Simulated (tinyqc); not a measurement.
Schottky diode by thermionic emission with image-force lowering and series resistance: current against voltage.

Metal on an n-type semiconductor with one parabolic valley; V > 0 is forward bias (metal positive). I = I0 [exp(Vj/(n Vt)) - 1] with Vj = V - I Rs; I0 = S A* T^2 exp(-(phi - dphi)/Vt), the lowering dphi taken at zero bias.

A* = 4 pi q me m0 kB^2/h^3 (times 1e-4 for A/(cm^2 K^2)); Nc = 2 (2 pi me m0 kB T/h^2)^1.5 (times 1e-6 for cm^-3); xi = Vt ln(Nc/Nd), Vbi = phi - xi; surface field Em = sqrt(2 q Nd (Vbi - V - Vt)/(eps0 eps_r)); dphi = sqrt(q Em/(4 pi eps0 eps_r)). The apparent ideality is (dV/d ln I)/Vt.

Values chosen for this exercise; band and dielectric values those of a made-up semiconductor:
```
symbol,value,unit,meaning
T,400,K,temperature
me,0.218,m0,electron mass
eps_r,11.2,,relative permittivity
phi,0.63,eV,barrier height seen from the metal
Nd,8.7e16,cm^-3,donor density
S,0.007,cm^2,area
n,1.17,,ideality factor
Rs,2,ohm,series resistance
```

Constants: q = 1.602176634e-19 C, kB = 1.380649e-23 J/K, h = 6.62607015e-34 J s, m0 = 9.1093837015e-31 kg, Vt = kB T/q, eps0 = 8.8541878128e-14 F/cm where lengths are in cm. Results are converted to the units shown.

Current against voltage:
```
V (V)     I (A)   Vj (V)  apparent ideality
0.05   0.002165  0.04567             0.9186
0.14    0.01484   0.1103              1.955
0.22    0.03715   0.1457              3.294
0.31    0.06971   0.1706              5.198
0.39     0.1021   0.1858              7.083
0.48     0.1407   0.1986              9.325
0.56     0.1762   0.2076              11.39
0.65     0.2170   0.2160              13.76
0.73     0.2539   0.2223              15.89
0.82     0.2958   0.2284              18.33
```

I rises from 0.00217 to 0.296 A, and the apparent ideality rises from 0.919 to 18.3, against n = 1.17. It starts below n because the -1 in the diode law still counts there. From V = 0.22 V on, I Rs exceeds n Vt and the resistance bends the curve.

Computed by the program tinyqc: `OMP_NUM_THREADS=1 python tinyqc.py 2640027 2640028 out.jsonl`, one thread of a shared Intel Xeon 2.30GHz, about 0.01 s for the whole run.
